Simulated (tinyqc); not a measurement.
Coherent transport through a tight-binding region between two chains, step by step. One step of it, computed by the program tinyqc.

Problem. Transmission at E = 0.75 eV. Surface Green function g = (E - i sqrt(4 t^2 - E^2)) / (2 t^2); self-energy tc^2 g on each contact site; G = (E - H - Sigma)^(-1); Gamma = -2 Im Sigma; T = Gamma_L Gamma_R |G_LR|^2; local density of states -Im G_ii / pi.

H of the central region (eV):
$$\begin{pmatrix}
0.370000 & -0.490000 & 0.000000 \\
-0.490000 & 0.560000 & -1.110000 \\
0.000000 & -1.110000 & -0.270000
\end{pmatrix}$$

Leads: semi-infinite chains with site energy 0:
```
parameter                           value
lead hopping t (eV)              2.010000
coupling to the left lead (eV)   0.410000
coupling to the right lead (eV)  0.550000
left contact site                       1
right contact site                      3
```

E = 0.750000 eV

Give: g; G; local density of states; transmission.

Solution.

g = 0.093-0.489i 1/eV

G (1/eV):
$$\begin{pmatrix}
1.621-0.335i & 0.779-0.023i & -0.849+0.152i \\
0.779-0.023i & -0.583-0.114i & 0.657+0.029i \\
-0.849+0.152i & 0.657+0.029i & 0.262-0.072i
\end{pmatrix}$$

local density of states (1/eV): [0.107, 0.036, 0.023]

transmission = 0.036
